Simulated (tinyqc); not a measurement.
CIS on RHF in the sto-3g basis, for H4, spin multiplicity 1, step by step. One step of it, computed by the program tinyqc.

Problem. CIS matrix, singlets. A(ia,jb) = (e_a - e_i) d_ij d_ab + 2 (ia|jb) - (ij|ab).

orbital energies (hartree): MO1 -0.557559, MO2 -0.396475, MO3 0.378891, MO4 0.566195

Two-electron integrals over orbitals (pq|rs), unique and non-zero (hartree):
```
(11|11) 0.454936   (21|21) 0.177759   (22|11) 0.455398   (22|22) 0.464290
(31|31) 0.106571   (32|32) 0.089860   (33|11) 0.444404   (33|22) 0.447890
(33|33) 0.453929   (41|32) 0.087817   (41|41) 0.085858   (42|31) 0.111157
(42|42) 0.119379   (43|21) 0.177397   (43|43) 0.194212   (44|11) 0.451951
(44|22) 0.460540   (44|33) 0.463033   (44|44) 0.476303
```

Give: CIS matrix A, singlet.

Solution.

CIS matrix A, singlet (hartree):
```
        1>3      1>4      2>3     2>4
1>3  0.7052   0.0000   0.0000  0.0449
1>4  0.0000   0.8435  -0.0018  0.0000
2>3  0.0000  -0.0018   0.5072  0.0000
2>4  0.0449   0.0000   0.0000  0.7409
```
